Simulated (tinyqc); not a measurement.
Doping from resistivity.

Question. A uniform, uncompensated and fully ionised sample has rho = 1/(q N mu), mu = m1 + (m2 (T/300 K)^(-bt) - m1)/(1 + (N/Nr)^am). Find N, mu and the diffusion coefficient mu Vt.

Inputs (values chosen for the exercise):

| symbol | value | unit | meaning |
|---|---|---|---|
| T | 300 | K | temperature |
| m1 | 52.2 | cm^2/(V s) | mobility limit at high doping |
| m2 | 1400 | cm^2/(V s) | mobility limit at low doping, at 300 K |
| Nr | 9.3e16 | cm^-3 | reference doping of the mobility law |
| am | 0.682 |  | exponent of the mobility law |
| bt | 2 |  | temperature exponent of m2 |

Constants: q = 1.602176634e-19 C, kB = 1.380649e-23 J/K, Vt = kB T/q. Results are converted to the units shown.

resistivity = 0.0063925005 ohm cm

Answer. With am below 1 the product N mu rises steadily with N, so one doping matches; it is found by iterating N = 1/(q rho mu(N)).

N = 8.90e18 cm^-3
mu = 110 cm^2/(V s)
diffusion coefficient = 2.84 cm^2/s

Program tinyqc, `OMP_NUM_THREADS=1 python tinyqc.py 2110103 2110104 out.jsonl`; Intel Xeon 2.30GHz, shared host, one thread, about 0.01 s.
